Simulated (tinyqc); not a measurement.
Comparisons within one model: temperature and isotope dependence of a band gap in oscillator models. A value that a table varies takes the place of the one given here.

E(T) = E0 - sum_i sl_i th_i n_i(T), n = 1/(exp(th/T) - 1). The same coupling lowers the gap at 0 K by the zero-point term ZP = sum_i sl_i th_i/2, so the gap of the static lattice is E0 + ZP. Thermal expansion is taken as part of the slopes.

Two-parameter forms are made to pass through the falls at the two temperatures T12: Varshni aV T^2/(T + bV), from the line T^2/fall = (T + bV)/aV; one oscillator s1 t1/(exp(t1/T) - 1), with t1 from the ratio of the falls.

Constants: kB = 8.617333262e-05 eV/K; hbar^2/2m0 = 3.80998211 eV angstrom^2.

Parameters, chosen for this exercise (near those of GaN; shifted at random, so the results belong to these values and not to a real crystal): E0 = 3.496 eV (gap at 0 K); th = (268, 778) K (temperatures of two oscillators); sl = (0.2268, 0.3402) meV/K (their high-temperature slopes); T12 = (400, 820) K (temperatures of the fits); mm = 0.55 m0 (geometric mean of the density-of-states masses); T = 300 K (temperature).

## How far the fits carry

Falls of the gap from E0, and errors of the two fits against the model.

Results:

| T (K) | fall (meV) | Varshni - model (meV) | one oscillator - model (meV) | fall/ZP |
|---|---|---|---|---|
| 20 | 0.00 | 0.42 | 0.00 | 0.000 |
| 50 | 0.29 | 2.23 | -0.28 | 0.002 |
| 100 | 4.58 | 4.82 | -2.96 | 0.028 |
| 200 | 27.09 | 6.16 | -3.87 | 0.166 |
| 300 | 63.50 | 3.50 | -1.62 | 0.390 |
| 400 | 107.86 | 0.00 | 0.00 | 0.663 |
| 600 | 207.55 | -3.45 | 0.93 | 1.275 |
| 800 | 313.68 | -0.60 | 0.14 | 1.928 |

Below the first fit point the largest errors are +6.16 meV (Varshni, 200 K, on a fall of 27.09 meV) and -3.87 meV (one oscillator, 200 K); a T^2 law cannot freeze out; a single oscillator misses the soft modes. No row lies well beyond the second fit point, so the table does not test extrapolation to high T. The thermal fall equals ZP between 400 and 600 K.

## What the shift does to the intrinsic density

ni = 2 (mm kT/(4 pi c))^(3/2) exp(-E/2kT), c = hbar^2/2m0, with E(T) and with E0; 1 angstrom^-3 = 1e24 cm^-3. Apparent gap from an Arrhenius plot of ni/T^(3/2): E(T) - T dE/dT, dE/dT = -sum sl_i (th_i/T)^2 n_i (1 + n_i).

Results:

| T (K) | E(T) (eV) | ni (cm^-3) | ni with E(T) / ni with E0 | apparent gap (eV) |
|---|---|---|---|---|
| 200 | 3.4689 | 1.10e-25 | 2.194 | 3.5300 |
| 250 | 3.4520 | 1.25e-16 | 2.774 | 3.5438 |
| 300 | 3.4325 | 1.51e-10 | 3.415 | 3.5561 |
| 350 | 3.4110 | 3.57e-06 | 4.091 | 3.5668 |
| 400 | 3.3881 | 0.00713 | 4.780 | 3.5758 |
| 500 | 3.3395 | 325 | 6.147 | 3.5898 |
| 700 | 3.2359 | 8.19e+07 | 8.638 | 3.6078 |

Using E0 in place of E(T) understates ni by a factor that rises from 2.19 to 8.64, towards exp(sum sl/2kB) = 26.8. The slope of an Arrhenius plot returns neither E(T) nor E0 but the intercept of the tangent, 3.5561 eV at 300 K, which lies 60 meV above E0 and tends to the static gap 3.6587 eV.

## What each parameter does

Gap at T, slope -sum sl_i (th_i/T)^2 n_i (1 + n_i) and ZP. Each row changes one parameter from the base and keeps the others.

Results:

| case | E(T) (eV) | dE/dT (meV/K) | ZP (meV) |
|---|---|---|---|
| base | 3.4325 | -0.4121 | 162.73 |
| T = 340 K | 3.4154 | -0.4392 | 162.73 |
| E0 = 3.506 eV | 3.4425 | -0.4121 | 162.73 |
| th = (268, 933) K | 3.4391 | -0.3731 | 189.09 |
| sl = (0.2948, 0.3402) meV/K | 3.4199 | -0.4758 | 171.84 |

The largest shifts from the base row, up to three for each result and ties (the steps differ in size, so this ranks the rows, not the parameters). E(T) (eV): T -0.0171, sl -0.0126, E0 +0.0100. dE/dT (meV/K): sl -0.0637, th +0.0391, T -0.0271; unchanged at the printed digits by E0. ZP (meV): th +26.37, sl +9.11; unchanged at the printed digits by T and E0.

tinyqc: `OMP_NUM_THREADS=1 python tinyqc.py 1880369 1880370 out.jsonl`; about 0.01 s, one thread, shared Intel(R) Xeon(R) Processor @ 2.30GHz.
